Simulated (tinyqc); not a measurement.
Inside a calculation (part 1 of 2). Method: UHF in the sto-3g basis, for BeH, spin multiplicity 2. This run ends on a higher stationary point, not on the lowest solution. Computed by tinyqc, a small Python program that keeps every step (integrals from PySCF). Settings: charge = 0, multiplicity = 2, basis = sto-3g, energy threshold = 1e-09, iteration cap = 58, orthogonalisation = symmetric, start = random, DIIS depth = 0, method = UHF. Command: `OMP_NUM_THREADS=1 python tinyqc.py 28118 28119 out.jsonl` (the two numbers bound the seeds that draw the settings). One thread of a shared host (Intel(R) Xeon(R) Processor @ 2.60GHz), about 0.2 s of CPU time with the checks. Later iterations appear only in the table of the cycle.

## One-electron integrals

Geometry (angstrom):
```
atom         x         y         z
Be    0.000000  0.000000  0.000000
H     0.000000  0.000000  2.188000
```

Basis sto-3g: exponents (1/bohr^2) and contraction coefficients of normalised primitives:
```
element  l (shell)   exponent  coefficient
Be           s (1)  30.167871     0.154329
Be           s (1)   5.495115     0.535328
Be           s (1)   1.487193     0.444635
Be           s (2)   1.314833    -0.099967
Be           s (2)   0.305539     0.399513
Be           s (2)   0.099371     0.700115
Be           p (3)   1.314833     0.155916
Be           p (3)   0.305539     0.607684
Be           p (3)   0.099371     0.391957
H            s (1)   3.425251     0.154329
H            s (1)   0.623914     0.535328
H            s (1)   0.168855     0.444635
```

Overlap, kinetic and nuclear-attraction integrals over the contracted functions; the nuclear repulsion is the sum of Za Zb / Rab.

nuclear repulsion = 0.96741720 hartree

overlap S:
```
           1Be 1s    1Be 2s   1Be 2px   1Be 2py   1Be 2pz     2H 1s
1Be 1s   1.000000  0.259517  0.000000  0.000000  0.000000  0.010181
1Be 2s   0.259517  1.000000  0.000000  0.000000  0.000000  0.185023
1Be 2px  0.000000  0.000000  1.000000  0.000000  0.000000  0.000000
1Be 2py  0.000000  0.000000  0.000000  1.000000  0.000000  0.000000
1Be 2pz  0.000000  0.000000  0.000000  0.000000  1.000000  0.256903
2H 1s    0.010181  0.185023  0.000000  0.000000  0.256903  1.000000
```

kinetic energy T (hartree):
```
            1Be 1s     1Be 2s   1Be 2px   1Be 2py   1Be 2pz      2H 1s
1Be 1s    6.693975  -0.033012  0.000000  0.000000  0.000000  -0.004320
1Be 2s   -0.033012   0.211111  0.000000  0.000000  0.000000  -0.000857
1Be 2px   0.000000   0.000000  0.660592  0.000000  0.000000   0.000000
1Be 2py   0.000000   0.000000  0.000000  0.660592  0.000000   0.000000
1Be 2pz   0.000000   0.000000  0.000000  0.000000  0.660592   0.023904
2H 1s    -0.004320  -0.000857  0.000000  0.000000  0.023904   0.760032
```

nuclear attraction V (hartree):
```
             1Be 1s     1Be 2s    1Be 2px    1Be 2py    1Be 2pz      2H 1s
1Be 1s   -14.802946  -1.962011   0.000000   0.000000  -0.006751  -0.075435
1Be 2s    -1.962011  -2.554017   0.000000   0.000000  -0.071270  -0.380808
1Be 2px    0.000000   0.000000  -2.520608   0.000000   0.000000   0.000000
1Be 2py    0.000000   0.000000   0.000000  -2.520608   0.000000   0.000000
1Be 2pz   -0.006751  -0.071270   0.000000   0.000000  -2.564701  -0.514786
2H 1s     -0.075435  -0.380808   0.000000   0.000000  -0.514786  -2.193901
```

core Hamiltonian H = T + V (hartree):
```
            1Be 1s     1Be 2s    1Be 2px    1Be 2py    1Be 2pz      2H 1s
1Be 1s   -8.108971  -1.995023   0.000000   0.000000  -0.006751  -0.079755
1Be 2s   -1.995023  -2.342906   0.000000   0.000000  -0.071270  -0.381665
1Be 2px   0.000000   0.000000  -1.860016   0.000000   0.000000   0.000000
1Be 2py   0.000000   0.000000   0.000000  -1.860016   0.000000   0.000000
1Be 2pz  -0.006751  -0.071270   0.000000   0.000000  -1.904110  -0.490882
2H 1s    -0.079755  -0.381665   0.000000   0.000000  -0.490882  -1.433869
```

## Two-electron integrals

Functions are numbered as in S; the eight-fold symmetry (ij|kl) = (ji|kl) = (kl|ij) leaves the list below.

Two-electron integrals (ij|kl) in chemists' order, unique and non-zero (hartree):
```
(11|11) 2.298831   (21|11) 0.392036   (21|21) 0.079539   (22|11) 0.570988
(22|21) 0.143041   (22|22) 0.417683   (31|31) 0.014607   (32|31) 0.021888
(32|32) 0.092265   (33|11) 0.569578   (33|21) 0.143083   (33|22) 0.417589
(33|33) 0.449859   (41|41) 0.014607   (42|41) 0.021888   (42|42) 0.092265
(43|43) 0.024249   (44|11) 0.569578   (44|21) 0.143083   (44|22) 0.417589
(44|33) 0.401360   (44|44) 0.449859   (51|51) 0.014607   (52|51) 0.021888
(52|52) 0.092265   (53|53) 0.024249   (54|54) 0.024249   (55|11) 0.569578
(55|21) 0.143083   (55|22) 0.417589   (55|33) 0.401360   (55|44) 0.401360
(55|55) 0.449859   (61|11) 0.014987   (61|21) 0.003051   (61|22) 0.005575
(61|33) 0.005535   (61|44) 0.005535   (61|51) 0.000308   (61|52) 0.000580
(61|55) 0.005656   (61|61) 0.000124   (62|11) 0.066251   (62|21) 0.016999
(62|22) 0.058398   (62|33) 0.055924   (62|44) 0.055924   (62|51) 0.002124
(62|52) 0.015773   (62|55) 0.063278   (62|61) 0.000733   (62|62) 0.016183
(63|31) 0.001091   (63|32) 0.005995   (63|53) 0.002341   (63|63) 0.000993
(64|41) 0.001091   (64|42) 0.005995   (64|54) 0.002341   (64|64) 0.000993
(65|11) 0.084528   (65|21) 0.021837   (65|22) 0.077496   (65|33) 0.073287
(65|44) 0.073287   (65|51) 0.003264   (65|52) 0.023965   (65|55) 0.085820
(65|61) 0.000961   (65|62) 0.023570   (65|65) 0.034668   (66|11) 0.241810
(66|21) 0.062744   (66|22) 0.238942   (66|33) 0.225609   (66|44) 0.225609
(66|51) 0.006726   (66|52) 0.068352   (66|55) 0.265200   (66|61) 0.002685
(66|62) 0.094577   (66|65) 0.142990   (66|66) 0.774606
```

## Orthogonalisation

S = U s U^T; symmetric (Loewdin) form X = U s^(-1/2) U^T, so that X^T S X = 1.

eigenvalues of S: 0.637960  0.813369  1.000000  1.000000  1.177000  1.371670

X:
```
            1Be 1s     1Be 2s   1Be 2px   1Be 2py    1Be 2pz      2H 1s
1Be 1s    1.027018  -0.138022  0.000000  0.000000  -0.003314   0.014796
1Be 2s   -0.138022   1.041577  0.000000  0.000000   0.020033  -0.102234
1Be 2px   0.000000   0.000000  1.000000  0.000000   0.000000   0.000000
1Be 2py   0.000000   0.000000  0.000000  1.000000   0.000000   0.000000
1Be 2pz  -0.003314   0.020033  0.000000  0.000000   1.026749  -0.137302
2H 1s     0.014796  -0.102234  0.000000  0.000000  -0.137302   1.041045
```

## Starting guess

The start is random orthonormal orbitals; D(s) = C_occ C_occ^T for each spin.

D(alpha) at the start:
```
            1Be 1s     1Be 2s    1Be 2px    1Be 2py    1Be 2pz      2H 1s
1Be 1s    0.796033  -0.166823  -0.273551  -0.127668  -0.114481  -0.267120
1Be 2s   -0.166823   0.856362   0.406230   0.014429   0.150602  -0.335475
1Be 2px  -0.273551   0.406230   0.243688   0.003079   0.105029  -0.068365
1Be 2py  -0.127668   0.014429   0.003079   0.873089  -0.269041  -0.097934
1Be 2pz  -0.114481   0.150602   0.105029  -0.269041   0.131602   0.027194
2H 1s    -0.267120  -0.335475  -0.068365  -0.097934   0.027194   0.301421
```

D(beta) at the start:
```
            1Be 1s     1Be 2s    1Be 2px    1Be 2py    1Be 2pz      2H 1s
1Be 1s    0.749970  -0.289751  -0.319749   0.018646  -0.174157  -0.212037
1Be 2s   -0.289751   0.528307   0.282941   0.404894  -0.008652  -0.188475
1Be 2px  -0.319749   0.282941   0.197354   0.149823   0.045179  -0.013120
1Be 2py   0.018646   0.404894   0.149823   0.408342  -0.079490  -0.272899
1Be 2pz  -0.174157  -0.008652   0.045179  -0.079490   0.054292   0.098555
2H 1s    -0.212037  -0.188475  -0.013120  -0.272899   0.098555   0.235551
```

## Iteration 1: building the Fock matrix

J_ij = sum D_kl (ij|kl) with D = D(alpha) + D(beta), K_ij = sum D_kl (ik|jl) for each spin; F = H + J - K(s); E = tr D H + tr D J / 2 - 0.5 sum_s tr D(s) K(s) + E_nn.

Coulomb J (hartree):
```
            1Be 1s    1Be 2s   1Be 2px    1Be 2py    1Be 2pz     2H 1s
1Be 1s    5.140922  1.023024  0.012659   0.014363  -0.000306  0.039471
1Be 2s    1.023024  2.208655  0.100223   0.068159   0.039205  0.318160
1Be 2px   0.012659  0.100223  2.191138   0.007416   0.006903  0.007510
1Be 2py   0.014363  0.068159  0.007416   2.231896  -0.018639  0.002421
1Be 2pz  -0.000306  0.039205  0.006903  -0.018639   2.195354  0.425035
2H 1s     0.039471  0.318160  0.007510   0.002421   0.425035  1.451049
```

exchange K(alpha) (hartree):
```
            1Be 1s     1Be 2s    1Be 2px    1Be 2py    1Be 2pz      2H 1s
1Be 1s    1.775493   0.327580  -0.093241  -0.072850  -0.071683  -0.074433
1Be 2s    0.327580   0.445932   0.157757  -0.019769   0.029686  -0.001535
1Be 2px  -0.093241   0.157757   0.213147   0.001310   0.039531   0.015792
1Be 2py  -0.072850  -0.019769   0.001310   0.481026  -0.121913  -0.042491
1Be 2pz  -0.071683   0.029686   0.039531  -0.121913   0.166914   0.057692
2H 1s    -0.074433  -0.001535   0.015792  -0.042491   0.057692   0.202632
```

exchange K(beta) (hartree):
```
            1Be 1s     1Be 2s    1Be 2px    1Be 2py    1Be 2pz      2H 1s
1Be 1s    1.541113   0.177030  -0.140203   0.075881  -0.124275  -0.075878
1Be 2s    0.177030   0.236017   0.090697   0.192615  -0.041651  -0.003386
1Be 2px  -0.140203   0.090697   0.144988   0.063766   0.018236   0.015845
1Be 2py   0.075881   0.192615   0.063766   0.234786  -0.054470  -0.042657
1Be 2pz  -0.124275  -0.041651   0.018236  -0.054470   0.100790   0.055829
2H 1s    -0.075878  -0.003386   0.015845  -0.042657   0.055829   0.183814
```

F(alpha) (hartree):
```
            1Be 1s     1Be 2s    1Be 2px    1Be 2py    1Be 2pz      2H 1s
1Be 1s   -4.743542  -1.299579   0.105900   0.087213   0.064625   0.034148
1Be 2s   -1.299579  -0.580183  -0.057534   0.087928  -0.061752  -0.061970
1Be 2px   0.105900  -0.057534   0.117975   0.006105  -0.032628  -0.008282
1Be 2py   0.087213   0.087928   0.006105  -0.109146   0.103274   0.044913
1Be 2pz   0.064625  -0.061752  -0.032628   0.103274   0.124330  -0.123539
2H 1s     0.034148  -0.061970  -0.008282   0.044913  -0.123539  -0.185453
```

F(beta) (hartree):
```
            1Be 1s     1Be 2s    1Be 2px    1Be 2py    1Be 2pz      2H 1s
1Be 1s   -4.509162  -1.149029   0.152862  -0.061518   0.117217   0.035593
1Be 2s   -1.149029  -0.370267   0.009526  -0.124456   0.009586  -0.060119
1Be 2px   0.152862   0.009526   0.186135  -0.056351  -0.011333  -0.008335
1Be 2py  -0.061518  -0.124456  -0.056351   0.137094   0.035831   0.045078
1Be 2pz   0.117217   0.009586  -0.011333   0.035831   0.190454  -0.121677
2H 1s     0.035593  -0.060119  -0.008335   0.045078  -0.121677  -0.166635
```

total energy of this density = -11.66015807 hartree

## Iteration 1: diagonalisation and new density

Diagonalise F' = X^T F X, C = X C', fill 3 alpha and 2 beta electrons from the bottom; D(s) = C_occ C_occ^T. Each column has its largest component positive (the first on a tie).

F' = X^T F X (alpha) (hartree):
```
           1          2          3          4          5          6
1  -4.645175  -0.662681   0.116688   0.077755   0.059330   0.091924
2  -0.662681  -0.336295  -0.074349   0.077024  -0.058514  -0.014414
3   0.116688  -0.074349   0.117975   0.006105  -0.033867   0.003306
4   0.077755   0.077024   0.006105  -0.109146   0.101342   0.024878
5   0.059330  -0.058514  -0.033867   0.101342   0.159685  -0.119489
6   0.091924  -0.014414   0.003306   0.024878  -0.119489  -0.154253
```

orbital energies (alpha) (hartree): MO1 -4.750927, MO2 -0.330539, MO3 -0.172157, MO4 -0.083952, MO5 0.137745, MO6 0.232623

coefficients C (alpha):
```
               MO1        MO2        MO3        MO4        MO5        MO6
1Be 1s    0.994319  -0.210139   0.170753  -0.055175   0.094675   0.007131
1Be 2s    0.019648   0.772564  -0.614433   0.269830  -0.259124   0.007929
1Be 2px  -0.021460   0.178138  -0.145288   0.072527   0.942451  -0.230702
1Be 2py  -0.018653  -0.404574  -0.143618   0.869445   0.045609   0.239439
1Be 2pz  -0.008328   0.261765   0.099753  -0.138700   0.212518   0.964642
2H 1s    -0.019343   0.263754   0.863195   0.375668  -0.042604  -0.394094
```

F' = X^T F X (beta) (hartree):
```
           1          2          3          4          5          6
1  -4.436893  -0.561637   0.155591  -0.045454   0.106060   0.077876
2  -0.561637  -0.144834  -0.010551  -0.125031   0.015084  -0.042439
3   0.155591  -0.010551   0.186135  -0.056351  -0.010807  -0.005833
4  -0.045454  -0.125031  -0.056351   0.137094   0.028311   0.053822
5   0.106060   0.015084  -0.010807   0.028311   0.231858  -0.136626
6   0.077876  -0.042439  -0.005833   0.053822  -0.136626  -0.129914
```

orbital energies (beta) (hartree): MO1 -4.518654, MO2 -0.194148, MO3 -0.128434, MO4 0.162020, MO5 0.241476, MO6 0.281186

coefficients C (beta):
```
               MO1        MO2        MO3        MO4        MO5        MO6
1Be 1s    0.999812  -0.059701  -0.231160   0.127610   0.033541  -0.003541
1Be 2s   -0.002717   0.288852   0.882861  -0.424396  -0.256996   0.075761
1Be 2px  -0.032400   0.035991   0.156432   0.722765  -0.656647  -0.140035
1Be 2py   0.013044  -0.030999   0.464528   0.546728   0.688216   0.102615
1Be 2pz  -0.022153   0.173755  -0.085692   0.074058  -0.142566   1.004810
2H 1s    -0.013169   0.850684  -0.350553   0.149385   0.222321  -0.441397
```

D(alpha) after iteration 1:
```
            1Be 1s     1Be 2s    1Be 2px    1Be 2py    1Be 2pz      2H 1s
1Be 1s    1.061986  -0.247725  -0.083580   0.041946  -0.046254   0.072735
1Be 2s   -0.247725   0.974769   0.226471  -0.224682   0.140775  -0.326989
1Be 2px  -0.083580   0.226471   0.053302  -0.050804   0.032316  -0.078012
1Be 2py   0.041946  -0.224682  -0.050804   0.184654  -0.120074  -0.230318
1Be 2pz  -0.046254   0.140775   0.032316  -0.120074   0.078541   0.155309
2H 1s     0.072735  -0.326989  -0.078012  -0.230318   0.155309   0.815046
```

D(beta) after iteration 1:
```
            1Be 1s     1Be 2s    1Be 2px    1Be 2py    1Be 2pz      2H 1s
1Be 1s    1.003188  -0.019962  -0.034542   0.014892  -0.032522  -0.063953
1Be 2s   -0.019962   0.083443   0.010484  -0.008990   0.050250   0.245757
1Be 2px  -0.034542   0.010484   0.002345  -0.001538   0.006971   0.031043
1Be 2py   0.014892  -0.008990  -0.001538   0.001131  -0.005675  -0.026542
1Be 2pz  -0.032522   0.050250   0.006971  -0.005675   0.030682   0.148103
2H 1s    -0.063953   0.245757   0.031043  -0.026542   0.148103   0.723837
```

## Iteration 2: building the Fock matrix

As before.

Coulomb J (hartree):
```
            1Be 1s     1Be 2s    1Be 2px    1Be 2py    1Be 2pz      2H 1s
1Be 1s    5.754463   1.075679   0.006820  -0.009129   0.018053   0.041940
1Be 2s    1.075679   2.096377   0.037991  -0.043711   0.148977   0.372852
1Be 2px   0.006820   0.037991   2.067680  -0.002539   0.001686   0.002674
1Be 2py  -0.009129  -0.043711  -0.002539   2.073992  -0.007301  -0.003777
1Be 2pz   0.018053   0.148977   0.001686  -0.007301   2.137618   0.517861
2H 1s     0.041940   0.372852   0.002674  -0.003777   0.517861   2.090608
```

exchange K(alpha) (hartree):
```
            1Be 1s     1Be 2s    1Be 2px    1Be 2py    1Be 2pz      2H 1s
1Be 1s    2.329628   0.400222  -0.011982  -0.014088  -0.002789   0.015505
1Be 2s    0.400222   0.432316   0.096849  -0.121896   0.068150   0.082530
1Be 2px  -0.011982   0.096849   0.122740  -0.021623   0.007854  -0.001764
1Be 2py  -0.014088  -0.121896  -0.021623   0.178645  -0.068523  -0.074906
1Be 2pz  -0.002789   0.068150   0.007854  -0.068523   0.175423   0.167816
2H 1s     0.015505   0.082530  -0.001764  -0.074906   0.167816   0.639344
```

exchange K(beta) (hartree):
```
            1Be 1s     1Be 2s    1Be 2px    1Be 2py    1Be 2pz      2H 1s
1Be 1s    2.297408   0.395030  -0.018244   0.007041  -0.008609   0.016827
1Be 2s    0.395030   0.155001   0.001569  -0.003770   0.071626   0.152909
1Be 2px  -0.018244   0.001569   0.027524  -0.000655   0.005315   0.007982
1Be 2py   0.007041  -0.003770  -0.000655   0.027007  -0.004423  -0.006902
1Be 2pz  -0.008609   0.071626   0.005315  -0.004423   0.097241   0.178318
2H 1s     0.016827   0.152909   0.007982  -0.006902   0.178318   0.654005
```

F(alpha) (hartree):
```
            1Be 1s     1Be 2s    1Be 2px   1Be 2py    1Be 2pz      2H 1s
1Be 1s   -4.684137  -1.319566   0.018802  0.004959   0.014090  -0.053320
1Be 2s   -1.319566  -0.678845  -0.058857  0.078185   0.009558  -0.091343
1Be 2px   0.018802  -0.058857   0.084924  0.019084  -0.006169   0.004438
1Be 2py   0.004959   0.078185   0.019084  0.035331   0.061222   0.071129
1Be 2pz   0.014090   0.009558  -0.006169  0.061222   0.058085  -0.140838
2H 1s    -0.053320  -0.091343   0.004438  0.071129  -0.140838   0.017395
```

F(beta) (hartree):
```
            1Be 1s     1Be 2s    1Be 2px    1Be 2py    1Be 2pz      2H 1s
1Be 1s   -4.651917  -1.314374   0.025064  -0.016170   0.019910  -0.054642
1Be 2s   -1.314374  -0.401530   0.036422  -0.039941   0.006081  -0.161722
1Be 2px   0.025064   0.036422   0.180140  -0.001884  -0.003629  -0.005308
1Be 2py  -0.016170  -0.039941  -0.001884   0.186968  -0.002878   0.003125
1Be 2pz   0.019910   0.006081  -0.003629  -0.002878   0.136267  -0.151340
2H 1s    -0.054642  -0.161722  -0.005308   0.003125  -0.151340   0.002734
```

total energy of this density = -14.58405685 hartree

## Iteration 2: diagonalisation and new density

As before.

F' = X^T F X (alpha) (hartree):
```
           1          2          3          4          5          6
1  -4.580814  -0.672003   0.027519  -0.004849   0.006896   0.015994
2  -0.672003  -0.427247  -0.064477   0.074706   0.028955  -0.057403
3   0.027519  -0.064477   0.084924   0.019084  -0.008185   0.011763
4  -0.004849   0.074706   0.019084   0.035331   0.054643   0.057723
5   0.006896   0.028955  -0.008185   0.054643   0.101874  -0.166793
6   0.015994  -0.057403   0.011763   0.057723  -0.166793   0.074092
```

orbital energies (alpha) (hartree): MO1 -4.686940, MO2 -0.358481, MO3 -0.107485, MO4 0.077105, MO5 0.099562, MO6 0.264399

coefficients C (alpha):
```
               MO1        MO2        MO3        MO4        MO5        MO6
1Be 1s    0.992947  -0.278461   0.072045  -0.052206   0.020004  -0.047366
1Be 2s    0.026045   0.980944  -0.275547   0.170239  -0.059127   0.208451
1Be 2px  -0.003586   0.151007  -0.049318  -0.514496   0.834262  -0.118543
1Be 2py  -0.001390  -0.216001  -0.382204   0.754591   0.486573   0.033170
1Be 2pz  -0.002418   0.029245   0.558221   0.114297   0.217136   0.837134
2H 1s    -0.002542   0.071373   0.598030   0.299347   0.092259  -0.807736
```

F' = X^T F X (beta) (hartree):
```
           1          2          3          4          5          6
1  -4.542815  -0.712567   0.020647  -0.011038   0.011191   0.027625
2  -0.712567  -0.112576   0.034947  -0.039747   0.042896  -0.162107
3   0.020647   0.034947   0.180140  -0.001884  -0.002351  -0.008380
4  -0.011038  -0.039747  -0.001884   0.186968  -0.004131   0.007493
5   0.011191   0.042896  -0.002351  -0.004131   0.187293  -0.189691
6   0.027625  -0.162107  -0.008380   0.007493  -0.189691   0.080389
```

orbital energies (beta) (hartree): MO1 -4.654869, MO2 -0.158981, MO3 0.035813, MO4 0.180891, MO5 0.193429, MO6 0.383115

coefficients C (beta):
```
               MO1        MO2        MO3        MO4        MO5        MO6
1Be 1s    0.993170  -0.184559  -0.197545  -0.010016   0.038252  -0.114057
1Be 2s    0.025145   0.628069   0.700751   0.044969  -0.148520   0.452272
1Be 2px  -0.005341  -0.041587  -0.168476   0.852649  -0.487157   0.074332
1Be 2py   0.003521   0.060073   0.158305   0.518511   0.831210  -0.107494
1Be 2pz  -0.003862   0.226129  -0.583841  -0.044745   0.225319   0.792898
2H 1s    -0.001373   0.605324  -0.362307  -0.012720  -0.067879  -0.781565
```

D(alpha) after iteration 2:
```
            1Be 1s     1Be 2s    1Be 2px    1Be 2py    1Be 2pz      2H 1s
1Be 1s    1.068676  -0.267146  -0.049164   0.031232   0.029673   0.020686
1Be 2s   -0.267146   1.038856   0.161625  -0.106606  -0.125191  -0.094839
1Be 2px  -0.049164   0.161625   0.025248  -0.013763  -0.023106  -0.018707
1Be 2py   0.031232  -0.106606  -0.013763   0.192738  -0.219668  -0.243982
1Be 2pz   0.029673  -0.125191  -0.023106  -0.219668   0.312472   0.335926
2H 1s     0.020686  -0.094839  -0.018707  -0.243982   0.335926   0.362740
```

D(beta) after iteration 2:
```
            1Be 1s     1Be 2s    1Be 2px    1Be 2py    1Be 2pz      2H 1s
1Be 1s    1.020448  -0.090943   0.002371  -0.007590  -0.045570  -0.113082
1Be 2s   -0.090943   0.395103  -0.026254   0.037818   0.141928   0.380151
1Be 2px   0.002371  -0.026254   0.001758  -0.002517  -0.009383  -0.025166
1Be 2py  -0.007590   0.037818  -0.002517   0.003621   0.013571   0.036359
1Be 2pz  -0.045570   0.141928  -0.009383   0.013571   0.051149   0.136887
2H 1s    -0.113082   0.380151  -0.025166   0.036359   0.136887   0.366419
```
